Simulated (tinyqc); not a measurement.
# Field length and prefactor from two substrate currents

Inverse problem. For Em = (Vd - Vdsat)/l, Isub/Id = (Ai/Bi)(Vd - Vdsat) exp(-Bi l/(Vd - Vdsat)), and l = sqrt(3 tox xj). Find l, Ai and xj.

Values chosen for this exercise: oxide thickness tox = 8.5 nm; ionisation field Bi = 1.65 MV/cm.

Isub/Id at Vd - Vdsat = 2.3 and 3.1 V: [0.0329903835, 0.139727620]

Solution. ln[Isub/(Id (Vd - Vdsat))] is linear in 1/(Vd - Vdsat) with slope -Bi l.

l = 61.85 nm
Ai = 2.000e6 1/cm
xj = 150.0 nm

Numbers from tinyqc (`OMP_NUM_THREADS=1 python tinyqc.py 2550046 2550047 out.jsonl`; about 0.01 s on one thread of a shared Intel Xeon 2.30GHz).
